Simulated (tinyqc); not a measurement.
Graded p-n junction, non-linear Poisson equation by Newton steps: two steps of the calculation.

One dimension, p side on the left, n side on the right; net doping C = (Nd - Na)/2 + ((Nd + Na)/2) tanh(x/Lg). The potential psi is counted from the intrinsic level, and the quasi-Fermi potentials are flat: 0 for holes and -V for electrons, so n = ni exp((psi + V)/Vt) and p = ni exp(-psi/Vt) (Boltzmann statistics, full ionisation, no current).

Inputs (values chosen for the exercise): temperature T = 325 K; bias of the p side against the n side V = 0.48 V.

Constants: q = 1.602176634e-19 C, kB = 1.380649e-23 J/K, Vt = kB T/q. Results are converted to the units shown.

Task 1. Densities, residual and Jacobian diagonal. n_i = ni exp((psi_i + V)/Vt), p_i = ni exp(-psi_i/Vt), rho_i = p_i - n_i + C_i, g_i = (n_i + p_i)/Vt. Box widths w_i = (h_(i-1) + h_i)/2 in cm. Residual F_i = a_i (psi_(i+1) - psi_i) - a_(i-1) (psi_i - psi_(i-1)) + q rho_i w_i; Jacobian: a_(i-1) and a_i beside the diagonal, b_i = -a_(i-1) - a_i - q g_i w_i on it. The two end nodes are fixed.

```
node,x (nm),psi at the start (V),net doping C (cm^-3)
0,-6140,-0.49374697,-1.2000000e15
1,-4550,-0.49374697,-1.1999982e15
2,-3270,-0.49374697,-1.1998068e15
3,-2240,-0.49374697,-1.1918229e15
4,-1410,-0.49374697,-1.0336840e15
5,-750,-0.49374697,5.3100363e14
6,-215,-0.49374697,7.6527741e15
7,215,0.10094512,1.8147226e16
8,701,0.10094512,2.4955850e16
9,1250,0.10094512,2.6703792e16
10,1870,0.10094512,2.6968626e16
11,2570,0.10094512,2.6997537e16
12,3370,0.10094512,2.6999866e16
13,4270,0.10094512,2.6999995e16
```

```
interval,coupling a_i (F/cm^2)
0,7.0722129e-9
1,8.7850145e-9
2,1.0917300e-8
3,1.3547974e-8
4,1.7037604e-8
5,2.1018352e-8
6,2.6150741e-8
7,2.3137487e-8
8,2.0482365e-8
9,1.8136804e-8
10,1.6064026e-8
11,1.4056023e-8
12,1.2494243e-8
```

ni = 2.6463188e7 cm^-3

Give: n; p; residual F; diagonal b.

Result 1.

```
node,n (cm^-3),p (cm^-3)
0,1.620e7,1.200e15
1,1.620e7,1.200e15
2,1.620e7,1.200e15
3,1.620e7,1.200e15
4,1.620e7,1.200e15
5,1.620e7,1.200e15
6,1.620e7,1.200e15
7,2.700e16,7.199e5
8,2.700e16,7.199e5
9,2.700e16,7.199e5
10,2.700e16,7.199e5
11,2.700e16,7.199e5
12,2.700e16,7.199e5
13,2.700e16,7.199e5
```

```
node,residual F (1e-8 C/cm^2),diagonal b (F/cm^2)
1,0.000,-1.001e-6
2,0.000,-8.126e-7
3,0.012,-6.629e-7
4,0.199,-5.420e-7
5,1.657,-4.482e-7
6,8.399,-3.784e-7
7,-8.051,-7.124e-6
8,-1.695,-8.037e-6
9,-0.277,-9.067e-6
10,-0.033,-1.023e-5
11,-0.003,-1.161e-5
12,0.000,-1.316e-5
```

Task 2. Newton step. Solve the tridiagonal system a_(i-1) d_(i-1) + b_i d_i + a_i d_(i+1) = -F_i for nodes 1 to 12, with d = 0 on fixed nodes. If the largest |d| exceeds 4 Vt, the whole step is scaled down so that it equals 4 Vt.

```
interval,coupling a_i (F/cm^2)
0,7.0722129e-9
1,8.7850145e-9
2,1.0917300e-8
3,1.3547974e-8
4,1.7037604e-8
5,2.1018352e-8
6,2.6150741e-8
7,2.3137487e-8
8,2.0482365e-8
9,1.8136804e-8
10,1.6064026e-8
11,1.4056023e-8
12,1.2494243e-8
```

```
node,diagonal b (F/cm^2),residual F (C/cm^2)
1,-1.0009731e-6,4.1915059e-14
2,-8.1260042e-7,3.5755751e-12
3,-6.6290271e-7,1.2183994e-10
4,-5.4202202e-7,1.9851830e-9
5,-4.4823485e-7,1.6570907e-8
6,-3.7840142e-7,8.3988028e-8
7,-7.1235868e-6,-8.0513020e-8
8,-8.0369594e-6,-1.6948586e-8
9,-9.0668452e-6,-2.7739096e-9
10,-1.0228605e-5,-3.3175503e-10
11,-1.1614670e-5,-2.9600794e-11
12,-1.3155707e-5,-1.8293321e-12
```

```
node,psi at the start (V)
0,-0.49374697
1,-0.49374697
2,-0.49374697
3,-0.49374697
4,-0.49374697
5,-0.49374697
6,-0.49374697
7,0.10094512
8,0.10094512
9,0.10094512
10,0.10094512
11,0.10094512
12,0.10094512
13,0.10094512
```

Give: Newton step d, before damping; psi after iteration 1.

Result 2.

```
node,"Newton step d, before damping (V)"
1,0.00000
2,0.00001
3,0.00029
4,0.00517
5,0.04766
6,0.22388
7,-0.01049
8,-0.00214
9,-0.00031
10,-0.00003
11,0.00000
12,0.00000
```

```
node,psi after iteration 1 (V)
0,-0.49375
1,-0.49375
2,-0.49374
3,-0.49360
4,-0.49116
5,-0.46990
6,-0.38172
7,0.09570
8,0.09987
9,0.10079
10,0.10093
11,0.10094
12,0.10095
13,0.10095
```

Computed by the program tinyqc: `OMP_NUM_THREADS=1 python tinyqc.py 2000039 2000040 out.jsonl`, one thread of a shared Intel Xeon 2.30GHz, about 0.06 s for the whole run.
